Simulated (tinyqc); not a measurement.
Inside a calculation (part 1 of 2). Method: UKS/BP86 in the sto-6g basis, for BeH, spin multiplicity 2. Computed by tinyqc, a small Python program that keeps every step (integrals from PySCF). Settings: charge = 0, multiplicity = 2, basis = sto-6g, energy threshold = 1e-08, iteration cap = 62, orthogonalisation = symmetric, start = Wolfsberg-Helmholz matrix, DIIS depth = 0, damping = 0.2, method = UKS, functional = b88,p86, grid = [20, 50]. Command: `OMP_NUM_THREADS=1 python tinyqc.py 25824 25825 out.jsonl` (the two numbers bound the seeds that draw the settings). One thread of a shared host (Intel(R) Xeon(R) Processor @ 2.60GHz), about 3 s of CPU time with the checks. Later iterations appear only in the table of the cycle.

## One-electron integrals

Geometry (angstrom):
```
atom         x         y         z
Be    0.000000  0.000000  0.000000
H     0.000000  0.000000  2.003000
```

Basis sto-6g: exponents (1/bohr^2) and contraction coefficients of normalised primitives:
```
element  l (shell)    exponent  coefficient
Be           s (1)  312.870494     0.009164
Be           s (1)   57.364463     0.049361
Be           s (1)   16.048509     0.168538
Be           s (1)    5.513096     0.370563
Be           s (1)    2.140897     0.416492
Be           s (1)    0.881739     0.130334
Be           s (2)   13.633247    -0.013253
Be           s (2)    2.698375    -0.046992
Be           s (2)    0.838653    -0.033785
Be           s (2)    0.322660     0.250242
Be           s (2)    0.140131     0.595117
Be           s (2)    0.064233     0.240706
Be           p (3)   13.633247     0.003760
Be           p (3)    2.698375     0.037679
Be           p (3)    0.838653     0.173897
Be           p (3)    0.322660     0.418036
Be           p (3)    0.140131     0.425860
Be           p (3)    0.064233     0.101708
H            s (1)   35.523221     0.009164
H            s (1)    6.513144     0.049361
H            s (1)    1.822143     0.168538
H            s (1)    0.625955     0.370563
H            s (1)    0.243077     0.416492
H            s (1)    0.100112     0.130334
```

Overlap, kinetic and nuclear-attraction integrals over the contracted functions; the nuclear repulsion is the sum of Za Zb / Rab.

nuclear repulsion = 1.05676927 hartree

overlap S, lower triangle:
```
           1Be 1s    1Be 2s   1Be 2px   1Be 2py   1Be 2pz     2H 1s
1Be 1s   1.000000
1Be 2s   0.254764  1.000000
1Be 2px  0.000000  0.000000  1.000000
1Be 2py  0.000000  0.000000  0.000000  1.000000
1Be 2pz  0.000000  0.000000  0.000000  0.000000  1.000000
2H 1s    0.016162  0.233065  0.000000  0.000000  0.309754  1.000000
```

kinetic energy T (hartree), lower triangle:
```
            1Be 1s    1Be 2s   1Be 2px   1Be 2py   1Be 2pz     2H 1s
1Be 1s    6.768753
1Be 2s   -0.207382  0.220121
1Be 2px   0.000000  0.000000  0.661265
1Be 2py   0.000000  0.000000  0.000000  0.661265
1Be 2pz   0.000000  0.000000  0.000000  0.000000  0.661265
2H 1s    -0.006550  0.005343  0.000000  0.000000  0.043415  0.768522
```

nuclear attraction V (hartree), lower triangle:
```
             1Be 1s     1Be 2s    1Be 2px    1Be 2py    1Be 2pz      2H 1s
1Be 1s   -14.978983
1Be 2s    -1.718040  -2.561919
1Be 2px    0.000000   0.000000  -2.543479
1Be 2py    0.000000   0.000000   0.000000  -2.543479
1Be 2pz   -0.008484  -0.083392   0.000000   0.000000  -2.598484
2H 1s     -0.117013  -0.505196   0.000000   0.000000  -0.658836  -2.295827
```

core Hamiltonian H = T + V (hartree), lower triangle:
```
            1Be 1s     1Be 2s    1Be 2px    1Be 2py    1Be 2pz      2H 1s
1Be 1s   -8.210231
1Be 2s   -1.925422  -2.341797
1Be 2px   0.000000   0.000000  -1.882214
1Be 2py   0.000000   0.000000   0.000000  -1.882214
1Be 2pz  -0.008484  -0.083392   0.000000   0.000000  -1.937219
2H 1s    -0.123563  -0.499853   0.000000   0.000000  -0.615422  -1.527305
```

## Two-electron integrals

Functions are numbered as in S; the eight-fold symmetry (ij|kl) = (ji|kl) = (kl|ij) leaves the list below.

Two-electron integrals (ij|kl) in chemists' order, unique and non-zero (hartree):
```
(11|11) 2.299996   (21|11) 0.361879   (21|21) 0.071926   (22|11) 0.570332
(22|21) 0.139654   (22|22) 0.417773   (31|31) 0.015252   (32|31) 0.022555
(32|32) 0.092340   (33|11) 0.570332   (33|21) 0.139654   (33|22) 0.417773
(33|33) 0.450117   (41|41) 0.015252   (42|41) 0.022555   (42|42) 0.092340
(43|43) 0.024258   (44|11) 0.570332   (44|21) 0.139654   (44|22) 0.417773
(44|33) 0.401601   (44|44) 0.450117   (51|51) 0.015252   (52|51) 0.022555
(52|52) 0.092340   (53|53) 0.024258   (54|54) 0.024258   (55|11) 0.570332
(55|21) 0.139654   (55|22) 0.417773   (55|33) 0.401601   (55|44) 0.401601
(55|55) 0.450117   (61|11) 0.023139   (61|21) 0.004490   (61|22) 0.008766
(61|33) 0.008693   (61|44) 0.008693   (61|51) 0.000451   (61|52) 0.000900
(61|55) 0.008912   (61|61) 0.000297   (62|11) 0.088775   (62|21) 0.022280
(62|22) 0.077025   (62|33) 0.073834   (62|44) 0.073834   (62|51) 0.002952
(62|52) 0.020371   (62|55) 0.083408   (62|61) 0.001562   (62|62) 0.025922
(63|31) 0.001651   (63|32) 0.008542   (63|53) 0.003092   (63|63) 0.001755
(64|41) 0.001651   (64|42) 0.008542   (64|54) 0.003092   (64|64) 0.001755
(65|11) 0.107856   (65|21) 0.027303   (65|22) 0.097846   (65|33) 0.092351
(65|44) 0.092351   (65|51) 0.004669   (65|52) 0.031530   (65|55) 0.108835
(65|61) 0.001973   (65|62) 0.036826   (65|65) 0.053119   (66|11) 0.264039
(66|21) 0.067238   (66|22) 0.258745   (66|33) 0.242998   (66|44) 0.242998
(66|51) 0.008409   (66|52) 0.078379   (66|55) 0.290235   (66|61) 0.004747
(66|62) 0.121702   (66|65) 0.180870   (66|66) 0.774999
```

## Orthogonalisation

S = U s U^T; symmetric (Loewdin) form X = U s^(-1/2) U^T, so that X^T S X = 1.

eigenvalues of S: 0.581274  0.807748  1.000000  1.000000  1.179140  1.431838

X, lower triangle:
```
            1Be 1s     1Be 2s   1Be 2px   1Be 2py    1Be 2pz     2H 1s
1Be 1s    1.026153
1Be 2s   -0.136485   1.050154
1Be 2px   0.000000   0.000000  1.000000
1Be 2py   0.000000   0.000000  0.000000  1.000000
1Be 2pz  -0.004673   0.031575  0.000000  0.000000   1.040539
2H 1s     0.017016  -0.132946  0.000000  0.000000  -0.171583  1.064053
```

## Starting guess

The start is the generalised Wolfsberg-Helmholz matrix (K = 1.75) built on H; D(s) = C_occ C_occ^T for each spin.

D(alpha) at the start, lower triangle:
```
            1Be 1s    1Be 2s   1Be 2px   1Be 2py   1Be 2pz     2H 1s
1Be 1s    0.989023
1Be 2s    0.002847  0.131405
1Be 2px   0.000000  0.000000  0.692005
1Be 2py   0.000000  0.000000  0.461664  0.307995
1Be 2pz  -0.072401  0.232801  0.000000  0.000000  0.418502
2H 1s    -0.059065  0.162372  0.000000  0.000000  0.292564  0.204597
```

D(beta) at the start, lower triangle:
```
            1Be 1s    1Be 2s   1Be 2px   1Be 2py   1Be 2pz     2H 1s
1Be 1s    0.989023
1Be 2s    0.002847  0.131405
1Be 2px   0.000000  0.000000  0.000000
1Be 2py   0.000000  0.000000  0.000000  0.000000
1Be 2pz  -0.072401  0.232801  0.000000  0.000000  0.418502
2H 1s    -0.059065  0.162372  0.000000  0.000000  0.292564  0.204597
```

## Iteration 1: exchange-correlation on the grid

Becke grid with 20 radial and 50 angular points per atom, points of zero weight dropped. rho = sum D_ij phi_i phi_j; V_xc,ij = sum w v_xc phi_i phi_j plus the gradient terms; v_xc is d(rho eps)/d rho(s) for spin s at fixed gradient.

The 12 grid points with the largest w rho, of 1990 (bohr, atomic units):
```
x                  y         z         w  rho(alpha)  rho(beta)     eps_xc  v_xc(alpha)
-0.649114  -0.649114  1.947342  0.594533    0.023911   0.020248  -0.313629    -0.404746
0.649114    0.649114  1.947342  0.594533    0.023911   0.020248  -0.313629    -0.404746
0.649114   -0.649114  1.947342  0.594533    0.020394   0.020248  -0.305943    -0.386922
-0.649114   0.649114  1.947342  0.594533    0.020394   0.020248  -0.305943    -0.386922
1.522307    0.000000  1.522307  0.743500    0.018961   0.011714  -0.288084    -0.367373
-1.522307   0.000000  1.522307  0.743500    0.018961   0.011714  -0.288084    -0.367373
-0.490159  -0.490159  1.470478  0.313741    0.038092   0.031045  -0.358185    -0.467977
0.490159    0.490159  1.470478  0.313741    0.038092   0.031045  -0.358185    -0.467977
-1.242959  -1.242959  1.242959  0.707619    0.021852   0.008424  -0.293124    -0.377423
1.242959    1.242959  1.242959  0.707619    0.021852   0.008424  -0.293124    -0.377423
0.000000   -1.522307  1.522307  0.743500    0.014940   0.011714  -0.275551    -0.343483
0.000000    1.522307  1.522307  0.743500    0.014940   0.011714  -0.275551    -0.343483
```

electrons on the grid, sum of w rho = 5.000273

E_xc = sum of w rho eps_xc = -3.17294882 hartree

V_xc(alpha) (hartree), lower triangle:
```
            1Be 1s     1Be 2s    1Be 2px    1Be 2py    1Be 2pz      2H 1s
1Be 1s   -1.495403
1Be 2s   -0.194875  -0.320779
1Be 2px   0.000000   0.000000  -0.334753
1Be 2py   0.000000   0.000000  -0.048496  -0.293750
1Be 2pz  -0.005043  -0.049493   0.000000   0.000000  -0.333862
2H 1s    -0.013261  -0.079807   0.000000   0.000000  -0.109305  -0.392987
```

V_xc(beta) (hartree), lower triangle:
```
            1Be 1s     1Be 2s    1Be 2px    1Be 2py    1Be 2pz      2H 1s
1Be 1s   -1.486175
1Be 2s   -0.186033  -0.265780
1Be 2px   0.000000   0.000000  -0.245560
1Be 2py   0.000000   0.000000  -0.010920  -0.236646
1Be 2pz  -0.005564  -0.060007   0.000000   0.000000  -0.315136
2H 1s    -0.012865  -0.077313   0.000000   0.000000  -0.108732  -0.393005
```

## Iteration 1: building the Kohn-Sham matrix

J_ij = sum D_kl (ij|kl) with D = D(alpha) + D(beta); F = H + J + V_xc; E = tr D H + tr D J / 2 + E_xc + E_nn.

Coulomb J (hartree), lower triangle:
```
           1Be 1s    1Be 2s   1Be 2px   1Be 2py   1Be 2pz     2H 1s
1Be 1s   6.037665
1Be 2s   1.082755  2.275315
1Be 2px  0.000000  0.000000  2.264252
1Be 2py  0.000000  0.000000  0.022398  2.245621
1Be 2pz  0.027302  0.161443  0.000000  0.000000  2.316074
2H 1s    0.070181  0.467221  0.000000  0.000000  0.610450  1.754236
```

F(alpha) (hartree), lower triangle:
```
            1Be 1s     1Be 2s    1Be 2px   1Be 2py    1Be 2pz      2H 1s
1Be 1s   -3.667969
1Be 2s   -1.037542  -0.387261
1Be 2px   0.000000   0.000000   0.047285
1Be 2py   0.000000   0.000000  -0.026098  0.069657
1Be 2pz   0.013775   0.028557   0.000000  0.000000   0.044993
2H 1s    -0.066643  -0.112439   0.000000  0.000000  -0.114277  -0.166056
```

F(beta) (hartree), lower triangle:
```
            1Be 1s     1Be 2s   1Be 2px   1Be 2py    1Be 2pz      2H 1s
1Be 1s   -3.658741
1Be 2s   -1.028700  -0.332262
1Be 2px   0.000000   0.000000  0.136478
1Be 2py   0.000000   0.000000  0.011478  0.126762
1Be 2pz   0.013254   0.018044  0.000000  0.000000   0.063719
2H 1s    -0.066247  -0.109945  0.000000  0.000000  -0.113703  -0.166074
```

total energy of this density = -14.89708605 hartree

This density is the starting one.

## Iteration 1: diagonalisation and new density

Diagonalise F' = X^T F X, C = X C', fill 3 alpha and 2 beta electrons from the bottom; D(s) = C_occ C_occ^T; the new density keeps 0.2 of the old one (damping). Each column has its largest component positive (the first on a tie).

F' = X^T F X (alpha) (hartree), lower triangle:
```
           1          2          3         4          5          6
1  -3.580852
2  -0.562554  -0.169164
3   0.000000   0.000000   0.047285
4   0.000000   0.000000  -0.026098  0.069657
5   0.002823   0.056906   0.000000  0.000000   0.087325
6   0.012869  -0.080716   0.000000  0.000000  -0.116558  -0.117549
```

orbital energies (alpha) (hartree): MO1 -3.671255, MO2 -0.197468, MO3 -0.081251, MO4 0.030077, MO5 0.086865, MO6 0.169734

coefficients C (alpha):
```
               MO1        MO2        MO3       MO4        MO5        MO6
1Be 1s    0.991512  -0.123894  -0.249016  0.000000   0.000000  -0.107119
1Be 2s    0.031760   0.386251   0.895164  0.000000   0.000000   0.434288
1Be 2px   0.000000   0.000000   0.000000  0.834853  -0.550472   0.000000
1Be 2py   0.000000   0.000000   0.000000  0.550472   0.834853   0.000000
1Be 2pz  -0.002865   0.135973  -0.422912  0.000000   0.000000   0.956990
2H 1s    -0.003831   0.796302  -0.350763  0.000000   0.000000  -0.649975
```

F' = X^T F X (beta) (hartree), lower triangle:
```
           1          2         3         4          5          6
1  -3.572593
2  -0.561924  -0.112234
3   0.000000   0.000000  0.136478
4   0.000000   0.000000  0.011478  0.126762
5   0.003682   0.047311  0.000000  0.000000   0.106735
6   0.012714  -0.083465  0.000000  0.000000  -0.117827  -0.117460
```

orbital energies (beta) (hartree): MO1 -3.661588, MO2 -0.191272, MO3 -0.028731, MO4 0.119156, MO5 0.144084, MO6 0.186039

coefficients C (beta):
```
               MO1        MO2        MO3        MO4       MO5        MO6
1Be 1s    0.992186  -0.092932  -0.256954   0.000000  0.000000  -0.113288
1Be 2s    0.029350   0.276810   0.923666   0.000000  0.000000   0.457688
1Be 2px   0.000000   0.000000   0.000000  -0.552364  0.833603   0.000000
1Be 2py   0.000000   0.000000   0.000000   0.833603  0.552364   0.000000
1Be 2pz  -0.002730   0.165001  -0.424164   0.000000  0.000000   0.951858
2H 1s    -0.003439   0.841726  -0.247631   0.000000  0.000000  -0.640139
```

D(alpha) after iteration 1, lower triangle:
```
            1Be 1s     1Be 2s   1Be 2px   1Be 2py   1Be 2pz     2H 1s
1Be 1s    1.046169
1Be 2s   -0.190850   0.787495
1Be 2px   0.000000   0.000000  0.138401
1Be 2py   0.000000   0.000000  0.092333  0.061599
1Be 2pz   0.054020  -0.214357  0.000000  0.000000  0.241582
2H 1s    -0.023901   0.027243  0.000000  0.000000  0.263816  0.646636
```

D(beta) after iteration 1, lower triangle:
```
            1Be 1s    1Be 2s   1Be 2px   1Be 2py   1Be 2pz     2H 1s
1Be 1s    0.992260
1Be 2s    0.003286  0.088269
1Be 2px   0.000000  0.000000  0.000000
1Be 2py   0.000000  0.000000  0.000000  0.000000
1Be 2pz  -0.028914  0.083035  0.000000  0.000000  0.105487
2H 1s    -0.077121  0.218792  0.000000  0.000000  0.169629  0.607730
```

## Iteration 2: exchange-correlation on the grid

As before.

The 12 grid points with the largest w rho, of 1990 (bohr, atomic units):
```
x                  y         z         w  rho(alpha)  rho(beta)     eps_xc  v_xc(alpha)
-0.842602  -0.842602  2.527807  0.663476    0.011712   0.011248  -0.265236    -0.319461
0.842602    0.842602  2.527807  0.663476    0.011712   0.011248  -0.265236    -0.319461
0.842602   -0.842602  2.527807  0.663476    0.011440   0.011248  -0.264861    -0.316495
-0.842602   0.842602  2.527807  0.663476    0.011440   0.011248  -0.264861    -0.316495
-0.649114  -0.649114  1.947342  0.594533    0.012560   0.011428  -0.261072    -0.333842
0.649114    0.649114  1.947342  0.594533    0.012560   0.011428  -0.261072    -0.333842
-0.271071   0.000000  0.271071  0.007283    0.971105   0.935127  -1.093322    -1.193460
0.271071    0.000000  0.271071  0.007283    0.971105   0.935127  -1.093322    -1.193460
0.000000    0.271071  0.271071  0.007283    0.969617   0.935127  -1.093305    -1.192558
0.000000   -0.271071  0.271071  0.007283    0.969617   0.935127  -1.093305    -1.192558
-0.271071  -0.271071  0.000000  0.007283    0.962779   0.938052  -1.092769    -1.189849
0.271071    0.271071  0.000000  0.007283    0.962779   0.938052  -1.092769    -1.189849
```

electrons on the grid, sum of w rho = 5.000782

E_xc = sum of w rho eps_xc = -3.25556962 hartree

V_xc(alpha) (hartree), lower triangle:
```
            1Be 1s     1Be 2s    1Be 2px    1Be 2py    1Be 2pz      2H 1s
1Be 1s   -1.499573
1Be 2s   -0.189374  -0.312368
1Be 2px   0.000000   0.000000  -0.305126
1Be 2py   0.000000   0.000000  -0.010258  -0.296610
1Be 2pz   0.003043   0.008047   0.000000   0.000000  -0.335449
2H 1s    -0.012557  -0.080232   0.000000   0.000000  -0.112400  -0.482150
```

V_xc(beta) (hartree), lower triangle:
```
            1Be 1s     1Be 2s    1Be 2px    1Be 2py    1Be 2pz      2H 1s
1Be 1s   -1.483461
1Be 2s   -0.181315  -0.246330
1Be 2px   0.000000   0.000000  -0.230120
1Be 2py   0.000000   0.000000  -0.001169  -0.229149
1Be 2pz  -0.001549  -0.034612   0.000000   0.000000  -0.279733
2H 1s    -0.012280  -0.078160   0.000000   0.000000  -0.112273  -0.477626
```

## Iteration 2: building the Kohn-Sham matrix

As before.

Coulomb J (hartree), lower triangle:
```
           1Be 1s    1Be 2s   1Be 2px   1Be 2py   1Be 2pz     2H 1s
1Be 1s   5.827823
1Be 2s   1.027454  2.150126
1Be 2px  0.000000  0.000000  2.121924
1Be 2py  0.000000  0.000000  0.004480  2.118198
1Be 2pz  0.010800  0.112371  0.000000  0.000000  2.210257
2H 1s    0.066152  0.475595  0.000000  0.000000  0.634149  2.056622
```

F(alpha) (hartree), lower triangle:
```
            1Be 1s     1Be 2s    1Be 2px    1Be 2py    1Be 2pz     2H 1s
1Be 1s   -3.881981
1Be 2s   -1.087342  -0.504040
1Be 2px   0.000000   0.000000  -0.065415
1Be 2py   0.000000   0.000000  -0.005778  -0.060626
1Be 2pz   0.005358   0.037026   0.000000   0.000000  -0.062410
2H 1s    -0.069968  -0.104489   0.000000   0.000000  -0.093673  0.047167
```

F(beta) (hartree), lower triangle:
```
            1Be 1s     1Be 2s   1Be 2px   1Be 2py    1Be 2pz     2H 1s
1Be 1s   -3.865869
1Be 2s   -1.079283  -0.438001
1Be 2px   0.000000   0.000000  0.009590
1Be 2py   0.000000   0.000000  0.003311  0.006835
1Be 2pz   0.000766  -0.005633  0.000000  0.000000  -0.006694
2H 1s    -0.069691  -0.102418  0.000000  0.000000  -0.093546  0.051691
```

total energy of this density = -15.01573858 hartree

This density is a damped mixture and is not idempotent.

## Iteration 2: diagonalisation and new density

As before.

F' = X^T F X (alpha) (hartree), lower triangle:
```
           1          2          3          4          5         6
1  -3.794435
2  -0.570488  -0.285878
3   0.000000   0.000000  -0.065415
4   0.000000   0.000000  -0.005778  -0.060626
5  -0.006427   0.060643   0.000000   0.000000  -0.029601
6   0.014416  -0.086376   0.000000   0.000000  -0.113341  0.109343
```

orbital energies (alpha) (hartree): MO1 -3.884868, MO2 -0.224620, MO3 -0.092328, MO4 -0.069275, MO5 -0.056766, MO6 0.201245

coefficients C (alpha):
```
               MO1        MO2        MO3       MO4        MO5        MO6
1Be 1s    0.992129  -0.280666  -0.015434  0.000000   0.000000   0.092728
1Be 2s    0.029619   0.988785   0.034042  0.000000   0.000000  -0.400490
1Be 2px   0.000000   0.000000   0.000000  0.831517  -0.555500   0.000000
1Be 2py   0.000000   0.000000   0.000000  0.555500   0.831517   0.000000
1Be 2pz  -0.000492  -0.201076   0.805237  0.000000   0.000000  -0.651416
2H 1s    -0.004083   0.103350   0.388312  0.000000   0.000000   1.009024
```

F' = X^T F X (beta) (hartree), lower triangle:
```
           1          2         3         4          5         6
1  -3.778505
2  -0.573115  -0.218283
3   0.000000   0.000000  0.009590
4   0.000000   0.000000  0.003311  0.006835
5  -0.005642   0.018305  0.000000  0.000000   0.028095
6   0.014684  -0.086212  0.000000  0.000000  -0.118077  0.114700
```

orbital energies (beta) (hartree): MO1 -3.868492, MO2 -0.158849, MO3 -0.043798, MO4 0.004627, MO5 0.011799, MO6 0.217145

coefficients C (beta):
```
               MO1        MO2        MO3        MO4       MO5        MO6
1Be 1s    0.992559  -0.267223   0.089143   0.000000  0.000000   0.086038
1Be 2s    0.028102   0.938927  -0.343477   0.000000  0.000000  -0.373862
1Be 2px   0.000000   0.000000   0.000000  -0.554915  0.831907   0.000000
1Be 2py   0.000000   0.000000   0.000000   0.831907  0.554915   0.000000
1Be 2pz   0.001048   0.102561   0.782359   0.000000  0.000000  -0.700411
2H 1s    -0.004210   0.228045   0.387997   0.000000  0.000000   0.988458
```

D(alpha) after iteration 2, lower triangle:
```
            1Be 1s     1Be 2s   1Be 2px   1Be 2py   1Be 2pz     2H 1s
1Be 1s    1.059898
1Be 2s   -0.237096   0.941284
1Be 2px   0.000000   0.000000  0.027680
1Be 2py   0.000000   0.000000  0.018467  0.012320
1Be 2pz   0.045619  -0.180010  0.000000  0.000000  0.599387
2H 1s    -0.036021   0.097679  0.000000  0.000000  0.286286  0.258514
```

D(beta) after iteration 2, lower triangle:
```
            1Be 1s    1Be 2s   1Be 2px   1Be 2py   1Be 2pz     2H 1s
1Be 1s    1.043716
1Be 2s   -0.177751  0.723553
1Be 2px   0.000000  0.000000  0.000000
1Be 2py   0.000000  0.000000  0.000000  0.000000
1Be 2pz  -0.026876  0.093669  0.000000  0.000000  0.029513
2H 1s    -0.067518  0.214958  0.000000  0.000000  0.052633  0.163164
```
